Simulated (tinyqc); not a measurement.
Minority carriers and saturation current of a heavily doped emitter: two steps of the calculation.

n-type, parabolic bands, full ionisation. eta = (EF - Ec)/kB T solves N = Nc F12(eta), F12(x) = (2/sqrt(pi)) int_0^infinity sqrt(u)/(1 + exp(u - x)) du. The gap shrinks rigidly by dEg = E1 [ln(N/N0) + sqrt(ln^2(N/N0) + 0.5)], an empirical law that is here taken as the true narrowing.

Values chosen for this exercise; band and dielectric values close to those of silicon:
```
symbol,value,unit,meaning
T,300,K,temperature
Eg,1.13,eV,band gap
Nc,2.85e19,cm^-3,conduction-band density of states at 300 K
Nv,2.68e19,cm^-3,valence-band density of states at 300 K
N,1.1e19,cm^-3,ionised donor density
E1,8.6,meV,energy of the narrowing law
N0,9.1e16,cm^-3,density of the narrowing law
mup,150,cm^2/(V s),minority-hole mobility
Cn,3.3e-31,cm^6/s,Auger coefficient
ts,0.084,us,defect lifetime
W,270,nm,emitter width
S,6000,cm/s,recombination velocity at the contact
```

Constants: q = 1.602176634e-19 C, kB = 1.380649e-23 J/K, Vt = kB T/q. Results are converted to the units shown.

Problem 1. Effective intrinsic density. ni = sqrt(Nc Nv) exp(-Eg/(2 Vt)), Eg in volts; degeneracy factor g = F12(eta) exp(-eta); nie^2 = ni^2 exp(dEg/kB T) g, p0 = nie^2/N; apparent narrowing dEg + kB T ln g.

converged eta = -0.81627859

Find: ni; dEg; g; apparent narrowing; nie; p0.

Solution 1.

ni = 8.9106e9 cm^-3
dEg = 82.916 meV
g = 0.87308
apparent narrowing = 79.407 meV
nie = 4.1391e10 cm^-3
p0 = 155.74 cm^-3

Narrowing multiplies p0 by 24.7 and degeneracy by 0.873.

Problem 2. Saturation current. 1/tau = Cn N^2 + 1/ts, D = mup Vt, L = sqrt(D tau); J0 = (q p0 D/L)(s + tanh(W/L))/(1 + s tanh(W/L)), s = S L/D; the share recombining inside is 1 - 1/[cosh(W/L)(1 + tanh(W/L)/s)].

p0 = 155.74344 cm^-3

Wanted: tau; L; s; J0; share recombining inside.

Solution 2.

tau = 19.292 ns
L = 2735.2 nm
s = 0.42320
J0 = 177.15 fA/cm^2
share recombining inside = 19.258 %

The emitter is transparent: most holes reach the contact.

Range of the model: Band tails, non-parabolic bands and incomplete ionisation are left out.

tinyqc, about 0.01 s, one thread, Intel Xeon 2.30GHz (shared host): `OMP_NUM_THREADS=1 python tinyqc.py 2330126 2330127 out.jsonl`
